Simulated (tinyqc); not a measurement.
Rapid thermal processing of a wafer: radiative balance, ramp and cooling, pattern effects, pyrometer error and spike budget: one step, computed by the program tinyqc.

The wafer is opaque and uniform through its thickness unless said otherwise; temperatures in formulas are in kelvin (C + 273.15). sigma = 5.670374419e-12 W/(cm^2 K^4).

Question. Pattern effect. At steady state a sinusoidal change of absorbed power of relative amplitude a and period p gives the temperature amplitude a q/(dq/dT + k d (2 pi/p)^2); healing length l = sqrt(k d/(dq/dT)); process change = E_a dT/(k_B T^2). Emissivity is taken as unchanged.

Inputs (values chosen for the exercise, modelled on a hot silicon wafer):

| quantity | value | unit |
|---|---|---|
| wafer thickness d | 525 | micrometre |
| thermal conductivity k | 0.23 | W/(cm K) |
| wall temperature T_w | 350 | K |
| process temperature | 662 | C |
| relative change of absorptivity over a pattern | 9.6 | % |
| period of the pattern | 0.57 | mm |
| activation energy of the process E_a | 2.7 | eV |

dq/dT = 17.92209 mW/(cm^2 K)

holding power q = 4.997619 W/cm^2

Constants: k_B = 8.617333262e-05 eV/K.

Give: healing length l; amplitude without lateral conduction; amplitude; change of the process rate.

Answer.

healing length l = 8.2082 mm

amplitude without lateral conduction = 26.770 K

amplitude = 0.0032695 K

change of the process rate = 0.011714 %

Lateral conduction cuts the amplitude to 0.012 %, since p/(2 pi l) = 0.011.
